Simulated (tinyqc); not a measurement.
Worked calculation: Hartree-Fock atom on a uniform radial grid, spin-unpolarised, for Be(2+). Computed by tinyqc, a small Python program that keeps every step. Settings: Z = 4, points = 256, R = 4.4, functional = hf2, mixing = 1.0, iteration cap = 71. Command: `OMP_NUM_THREADS=1 python tinyqc.py 27121 27122 out.jsonl` (the two numbers bound the seeds that draw the settings). One thread of a shared host (Intel(R) Xeon(R) Processor @ 2.60GHz), about 0.1 s of CPU time with the checks. Later iterations appear only in the table of the cycle.

## Iteration 1

Spherical atom on a uniform radial grid r_j = j h with h = R/(N + 1), h sum u^2 = 1 and integrals as h times sums, u(0) = u(R) = 0 (atomic units):
```
parameter           value
Z                       4
points N              256
R                4.400000
h                0.017121
mixing           1.000000
electrons in 1s         2
```

Three-point differences turn -u''/2 + [l(l+1)/2r^2 - Z/r + V] u = e u into a tridiagonal matrix (diagonal 1/h^2 + potential, off-diagonal -1/2h^2). D = sum f u^2; the Hartree potential y/r solves y'' = -D/r with y(0) = 0, y(R) = N_e; for two electrons in one orbital exchange is -V_H/2 (Hartree-Fock); E = sum f e - int D V + int D (V_H/2 + eps_xc); V(new) = V + mixing (V_H + v_xc - V).

eigenvalues (hartree): [-7.9906]

Every 16th grid point:
```
r         V in     u(1s)         D     V_H     v_xc
0.2739  0.0000    1.4647    4.2909  5.5903  -2.7952
0.5479  0.0000    0.9802    1.9214  3.5048  -1.7524
0.8218  0.0000    0.4919    0.4840  2.4191  -1.2096
1.0957  0.0000    0.2195    0.0963  1.8237  -0.9119
1.3696  0.0000    0.0918    0.0168  1.4601  -0.7300
1.6436  0.0000    0.0369    0.0027  1.2168  -0.6084
1.9175  0.0000    0.0144  4.14e-04  1.0430  -0.5215
2.1914  0.0000    0.0055  6.05e-05  0.9126  -0.4563
2.4654  0.0000    0.0021  8.57e-06  0.8112  -0.4056
2.7393  0.0000    0.0008  1.18e-06  0.7301  -0.3651
3.0132  0.0000  2.83e-04  1.60e-07  0.6637  -0.3319
3.2872  0.0000  1.03e-04  2.14e-08  0.6084  -0.3042
3.5611  0.0000  3.74e-05  2.80e-09  0.5616  -0.2808
3.8350  0.0000  1.33e-05  3.54e-10  0.5215  -0.2608
4.1089  0.0000  4.30e-06  3.69e-11  0.4867  -0.2434
4.3829  0.0000  2.09e-07         0  0.4563  -0.2282
```

total energy = -13.482458 hartree

## Iteration 2

As before.

eigenvalues (hartree): [-5.5538]

Every 16th grid point:
```
r         V in     u(1s)         D     V_H     v_xc
0.2739  2.7952    1.3864    3.8440  5.2783  -2.6391
0.5479  1.7524    1.0298    2.1208  3.4294  -1.7147
0.8218  1.2096    0.5913    0.6994  2.4042  -1.2021
1.0957  0.9119    0.3063    0.1876  1.8210  -0.9105
1.3696  0.7300    0.1499    0.0450  1.4596  -0.7298
1.6436  0.6084    0.0708    0.0100  1.2168  -0.6084
1.9175  0.5215    0.0326    0.0021  1.0430  -0.5215
2.1914  0.4563    0.0147  4.35e-04  0.9126  -0.4563
2.4654  0.4056    0.0066  8.65e-05  0.8112  -0.4056
2.7393  0.3651    0.0029  1.68e-05  0.7301  -0.3651
3.0132  0.3319    0.0013  3.21e-06  0.6637  -0.3319
3.2872  0.3042    0.0005  6.04e-07  0.6084  -0.3042
3.5611  0.2808  2.36e-04  1.11e-07  0.5616  -0.2808
3.8350  0.2608  9.87e-05  1.95e-08  0.5215  -0.2608
4.1089  0.2434  3.64e-05  2.64e-09  0.4867  -0.2434
4.3829  0.2282  1.87e-06         0  0.4563  -0.2282
```

total energy = -13.592505 hartree

## Iteration 3

As before.

eigenvalues (hartree): [-5.6720]

Every 16th grid point:
```
r         V in     u(1s)         D     V_H     v_xc
0.2739  2.6391    1.3958    3.8968  5.3155  -2.6578
0.5479  1.7147    1.0242    2.0980  3.4386  -1.7193
0.8218  1.2021    0.5805    0.6741  2.4061  -1.2030
1.0957  0.9105    0.2970    0.1764  1.8214  -0.9107
1.3696  0.7298    0.1436    0.0413  1.4597  -0.7298
1.6436  0.6084    0.0670    0.0090  1.2168  -0.6084
1.9175  0.5215    0.0305    0.0019  1.0430  -0.5215
2.1914  0.4563    0.0137  3.73e-04  0.9126  -0.4563
2.4654  0.4056    0.0060  7.26e-05  0.8112  -0.4056
2.7393  0.3651    0.0026  1.38e-05  0.7301  -0.3651
3.0132  0.3319    0.0011  2.59e-06  0.6637  -0.3319
3.2872  0.3042  4.88e-04  4.76e-07  0.6084  -0.3042
3.5611  0.2808  2.07e-04  8.60e-08  0.5616  -0.2808
3.8350  0.2608  8.59e-05  1.48e-08  0.5215  -0.2608
4.1089  0.2434  3.14e-05  1.97e-09  0.4867  -0.2434
4.3829  0.2282  1.61e-06         0  0.4563  -0.2282
```

total energy = -13.593964 hartree

## Convergence

Stop when input and output potentials agree to 1e-7.

Course of the cycle (hartree):
```
iteration           E    e(1s)  largest |V(out) - V(in)|
1          -13.482458  -7.9906                  3.99e+00
2          -13.592505  -5.5538                  3.49e-01
3          -13.593964  -5.6720                  4.17e-02
4          -13.593985  -5.6578                  4.94e-03
5          -13.593985  -5.6594                  5.84e-04
6          -13.593985  -5.6592                  6.91e-05
7          -13.593985  -5.6593                  8.17e-06
8          -13.593985  -5.6593                  9.67e-07
9          -13.593985  -5.6593                  1.14e-07
10         -13.593985  -5.6593                  1.35e-08
```

Converged in 10 iterations. A uniform grid resolves the cusp poorly: for a bare nucleus this grid gives 1s at -7.99064 against -Z^2/2 = -8 hartree. Before convergence this energy mixes input and output and is not variational, so it may rise towards its limit.
